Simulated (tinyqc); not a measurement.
Shallow acceptor in the spherical model (Baldereschi-Lipari), strong spin-orbit limit: one step, computed by the program tinyqc. Command: `OMP_NUM_THREADS=1 python tinyqc.py 3013292 3013293 out.jsonl acceptor walk`. One thread of a shared host (Intel(R) Xeon(R) Processor @ 2.30GHz), about 0.01 s of CPU time with the checks.

The 1S(3/2) state has an s envelope f(r) and a d envelope g(r). In effective units they obey -(f'' + 2f'/r + 2f/r) + mu (g'' + 5g'/r + 3g/r^2) = E f and -(g'' + 2g'/r - 6g/r^2 + 2g/r) + mu (f'' - f'/r) = E g. The cubic term, the split-off band and the central cell are left out.

Question. Effective units and couplings. Ry* = Ry/(gamma_1 eps^2), a* = a_0 eps gamma_1, mu = (6 gamma_3 + 4 gamma_2)/(5 gamma_1), delta = (gamma_3 - gamma_2)/gamma_1; spherical masses 1/(gamma_1 (1 - mu)) (heavy) and 1/(gamma_1 (1 + mu)) (light).

Inputs (values chosen for the exercise, modelled on InAs): Luttinger gamma_1 = 19.6; Luttinger gamma_2 = 8.55; Luttinger gamma_3 = 9.04; dielectric constant eps = 14.4.

Constants: Ry = 13.605693123 eV; a_0 = 0.529177210903 angstrom.

Give: Ry*; a*; mu; delta; heavy-hole mass; light-hole mass.

Answer.

Ry* = 3.348 meV

a* = 149.4 angstrom

mu = 0.9024

delta = 0.025

heavy-hole mass = 0.5230 m_0

light-hole mass = 0.02682 m_0
